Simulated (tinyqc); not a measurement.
Three programmes: liquidus of a compound AB in a simple-solution melt, liquid-phase epitaxy and vapour pressures. Computed by tinyqc, a small Python program. Command: `OMP_NUM_THREADS=1 python tinyqc.py 3020698 3020699 out.jsonl liq35 walk`. One thread of a shared host (Intel(R) Xeon(R) Processor @ 2.30GHz), about 0.05 s of CPU time with the checks.

x is the atom fraction of B in the melt. The melt is a simple solution: R T ln gamma_B = W (1 - x)^2, R T ln gamma_A = W x^2, W = a + b T. The solid AB is stoichiometric.

Inputs (values chosen for the exercise, modelled on GaSb for the melt):
```
quantity,value,unit
melting point T_F,983,K
entropy of fusion S_F,66.2,J/(mol K)
interaction a,19.2,kJ/mol
interaction slope b,-24,J/(mol K)
saturation temperature T,626,K
step dT,3.1,K
cooling rate c,0.37,K/min
diffusivity in the melt D,0.0001,cm^2/s
molar volume of the melt V_L,12.6,cm^3/mol
lattice constant a0,6.096,angstrom
melt depth w,3.3,mm
```

Constants: R = 8.314462618 J/(mol K); N_A = 6.02214076e+23 1/mol; k_B = 8.617333262e-05 eV/K.

Method:
- Liquidus (Vieland): f(x) = R T ln[4 x (1 - x)] + 2 W (1/2 - x)^2 + S_F (T_F - T) = 0.
- Newton steps with f' = (1 - 2x)[R T/(x (1 - x)) - 2 W], from the dilute estimate x = (1/4) exp[-(S_F (T_F - T) + W/2)/(R T)]; stop below 1e-13; f under 1e-6 shown as 0.
- dx/dT = -(df/dT)/f', df/dT = R ln[4 x (1 - x)] + 2 b (1/2 - x)^2 - S_F, f' = (1 - 2x)[R T/(x (1 - x)) - 2 W]. Concentrations: C_L = x N_A/V_L in the melt, C_S = 4/a0^3 in the solid; m = dT/dC_L.
- Semi-infinite melt (Hsieh): step d = 2 dT sqrt(D t/pi)/(C_S m); ramp d = (4/3) c sqrt(D/pi) t^(3/2)/(C_S m); supercooling is their sum. A melt of depth w can give at most w (undercooling)/(C_S m).

C_S = 1.76573e+22 1/cm^3

slope m = 5.07028e-19 K cm^3

dx/dT = 4.12655e-05 1/K

solubility x = 0.00179377

Thickness (micrometre):
```
t (min),step,ramp,supercooling,sqrt(D t) (mm)
0.2,0.1353,2.1539e-03,0.1375,0.3464
0.5,0.2140,8.5141e-03,0.2225,0.5477
1.0,0.3026,2.4082e-02,0.3267,0.7746
2.0,0.4280,6.8113e-02,0.4961,1.0954
5.0,0.6767,2.6924e-01,0.9460,1.7321
10.0,0.9571,7.6152e-01,1.7186,2.4495
20.0,1.3535,2.1539e+00,3.5074,3.4641
```

What does the comparison show, and why?

Step cooling goes as t^(1/2), ramp cooling as t^(3/2); they are equal at t = 3 dT/(2 c) = 12.6 min. The local exponent of their sum runs from 0.53 to 1.03. Rows with sqrt(D t) above about half the depth of 3.3 mm are overestimates.
